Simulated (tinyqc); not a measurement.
Changing the impurity potential U: Koster-Slater impurity in a tight-binding band, by Green functions and by supercells. Computed by tinyqc, a small Python program. Command: `OMP_NUM_THREADS=1 python tinyqc.py 3026198 3026199 out.jsonl kosterslater sweep`. One thread of a shared host (Intel(R) Xeon(R) Processor @ 2.30GHz), about 0.04 s of CPU time with the checks.

One orbital per site, e(k) = -2 t sum cos(k_i) over 2 direction(s), band from -4 t to 4 t, lattice constant 1. One site has the extra energy U. Spin is left out.

Inputs (values chosen for the exercise, for a model band): hopping t = 0.31 eV; supercell edge N = 4 sites; energy inside the band E = -0.118 eV; broadening eta = 0.025 eV; impurity concentration c = 0.0005 per site.

Lattice: square.

Constants: hbar = 6.582119569e-16 eV s.

Method:
- Outside the band G0(E) = (2/(pi E)) K(m), m = 16 t^2/E^2, K the complete elliptic integral with parameter m.
- A bound state solves 1/U = G0(E).
- Bisection in ln(distance from the edge) between 1e-5 t and |U| + t. Weight on the impurity site: -1/(U^2 dG0/dE), by a central difference with step min(1e-4 t, distance/30). Decay length along an axis: 1/arccosh(1 + distance/(2 t)).
- Inside the band G0(z), z = E + i eta, comes from the chain form 1/(sqrt(y - 2t) sqrt(y + 2t)) (principal roots) at y = z + 2 t cos k, averaged over k in (0, pi) with 200 Gauss-Legendre points.
- T = U/(1 - U G0); phase shift delta = -arg(1 - U G0) in (-pi, pi]; host density of states -Im G0/pi; on the impurity -Im[G0/(1 - U G0)]/pi; lifetime of a band state hbar/(-2 c Im T).
- In a periodic cell of N sites along each direction with Bloch vector K, the level solves 1/U = N^-d sum_k 1/(E - e(k)), k_i = (2 pi m_i + K_i)/N, m_i = 0..N-1; the outermost root on the side of U is taken (bisection). d is the number of directions. Gamma means K_i = 0, the zone corner K_i = pi, the quarter point K_i = pi/2.
- The error is measured against the isolated level E_b.

One run for each value; columns: (1) impurity potential U (eV); (2) distance from the band edge (eV); (3) weight on the impurity site; (4) decay length (sites); (5) scattering lifetime (fs); (6) width between Gamma and the corner (eV):
```
(1)            (2)      (3)     (4)     (5)         (6)
-7.750  6.5597e+00  0.99357  0.3184  1370.6  1.6173e-04
-5.580  4.4091e+00  0.98754  0.3594  1351.7  4.4066e-04
-4.010  2.8664e+00  0.97568  0.4146  1328.1  1.2246e-03
-2.890  1.7845e+00  0.95251  0.4923  1301.2  3.4489e-03
-2.080  1.0285e+00  0.90614  0.6121  1274.3  1.0034e-02
-1.500  5.2524e-01  0.81391  0.8171  1257.9  2.9223e-02
-1.080  2.1496e-01  0.63646  1.2340  1274.7  7.6997e-02
-0.775  5.9146e-02  0.35849  2.3073  1376.7  1.5151e-01
-0.558  9.0183e-03  0.11083  5.8701  1666.8  2.1899e-01
```

Over the rows, distance from the band edge (eV) falls from 6.56 to 0.00902; weight on the impurity site falls from 0.994 to 0.111; decay length (sites) rises from 0.318 to 5.87. In two dimensions weak binding is exponentially small in t/|U|. For large |U| the scattering lifetime tends to that of a site cut out of the lattice, T = -1/G0. The supercell width shrinks as the state tightens.
